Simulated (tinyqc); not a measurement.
Effective mass of the light-hole band from tabulated energies: one step. Least squares over all points. The numbers come from values chosen for the exercise (band of an eight-band Kane model near GaAs).

c = hbar^2/2m0.
Constants: hbar^2/2m0 = 3.80998211 eV angstrom^2.

Energies along [100], from the band edge downward:
```
k (1/angstrom)    E (meV)
0.0000000        0.000000
0.0049000        1.014900
0.0098000        4.042000
0.0147000        9.030000
0.0196000       15.894900
0.0245000       24.523300
0.0294000       34.776200
0.0343000       46.493500
0.0392000       59.498700
```

reference mass (curvature of the model at k = 0.0001 1/angstrom) = 0.0900091 m0

Question. Fit E = a k^2 (a = sum k^2 E/sum k^4), then E = a k^2 + b k^4 from the normal equations; E in eV; m = c/a.

Give: sums of k^4, k^6, k^8; sums of k^2 E, k^4 E; a, one term; a and b, two terms; m, one and two terms.

Answer.

sums of k^4, k^6, k^8: 5.0569e-06  6.1866e-09  8.2034e-12

sums of k^2 E, k^4 E: 0.00019938  2.4247e-07

a, one term = 39.427 eV angstrom^2

a and b, two terms: 42.22  -2281

m, one and two terms (m0): 0.09663  0.09025

The parabola over all points errs by +7.4 % because the weights k^4 favour the outer points; the second term brings the error to +0.3 %.

(tinyqc, `OMP_NUM_THREADS=1 python tinyqc.py 1850189 1850190 out.jsonl`, Intel(R) Xeon(R) Processor @ 2.30GHz, 1 thread, shared host, about 0.01 s.)
